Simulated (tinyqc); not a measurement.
Conductance of a narrow metal strip with scatterers (square lattice, Green functions), step by step. Values are carried at full precision from step to step, so a last printed digit may differ when a step is redone from the rounded ones.

A strip of W sites across with hard walls, site energy 0 and hopping -t. Mode n = 1 to W has profile chi_n(j) = sqrt(2/(W + 1)) sin(n j pi/(W + 1)) and energy en = -2t cos(n pi/(W + 1)); E = en - 2t cos(kn a). With z_n = exp(i kn a) (Im k > 0 for closed modes, |z| < 1) each lead gives the self-energy -t z_n in mode n. One column carries the site energies v, here a uniform barrier across the strip, as of a grain boundary. In the mode basis V_nm = sum_j chi_n(j) v_j chi_m(j), G = (E - en + 2 t z_n - V)^-1, and t_nm = 2t sqrt(sin(kn a) sin(km a)) G_nm in size for open modes. T = sum |t_nm|^2, conductance (2e^2/h) T.

Constants: e^2/h = 3.874045865e-05 S.

Values chosen for the exercise (hopping and spacing of the size met in Cu or Al; the lattice is a model; shifted at random, so the results belong to these values and not to a real crystal):
- t = 1.49 eV (hopping)
- a = 2.55 angstrom (spacing)
- W = 4 (sites across)
- E = 1.37 eV (Fermi energy)
- v = (1.8, 1.8, 1.8, 1.8) eV (site energies in the scattering column)

## Modes at the Fermi energy

For each n: en, cos(kn a) = (en - E)/(2t), z_n and the velocity 2 t a sin(kn a) (zero if closed).

Modes:
```
n  en (eV)  cos(k a)                  z  dE/dk (eV angstrom)
1  -2.4109  -1.26875           -0.48790               0.0000
2  -0.9209  -0.76875  -0.76875+0.63955i               4.8599
3   0.9209  -0.15071  -0.15071+0.98858i               7.5122
4   2.4109   0.34929   0.34929+0.93702i               7.1204
```

3 of 4 modes are open, so the clean strip has a resistance of 4302 ohm, whatever its length.

## The scatterer in the mode basis

Form V_nm.

V (eV):
```
        n=1     n=2     n=3     n=4
n=1  1.8000       0       0       0
n=2       0  1.8000       0       0
n=3       0       0  1.8000       0
n=4       0       0       0  1.8000
```

A uniform column does not mix the modes.

## Green function and transmission

E - en + 2 t z_n = 2t (z_n - cos(kn a)). Invert, form |t_nm|^2 = (2t)^2 Im(z_n) Im(z_m) |G_nm|^2 and sum. The added resistance is 1/(2 (e^2/h) T) less the same for the clean strip.

G (1/eV):
```
        n=1              n=2              n=3              n=4
n=1  1.8978           0.0000           0.0000           0.0000
n=2  0.0000  -0.2619-0.2773i           0.0000           0.0000
n=3  0.0000           0.0000  -0.1510-0.2472i           0.0000
n=4  0.0000           0.0000           0.0000  -0.1631-0.2530i
```

|t_nm|^2:
```
     n=1     n=2     n=3     n=4
n=1    0       0       0       0
n=2    0  0.5285       0       0
n=3    0       0  0.7282       0
n=4    0       0       0  0.7064
```

T = 1.9631
added resistance = 2272 ohm

Mode 2 passes least (0.529) and mode 3 most (0.728); 0.0 % of the transmitted flux changes mode.

## Checks

- Transmitted plus reflected flux against the number of open modes: both 3.00000.

Computed by tinyqc, a small Python program: `OMP_NUM_THREADS=1 python tinyqc.py 1481369 1481370 out.jsonl` (the numbers bound the seed that draws the inputs); one thread of a shared host (Intel(R) Xeon(R) Processor @ 2.30GHz), about 0.01 s for the whole set of steps.
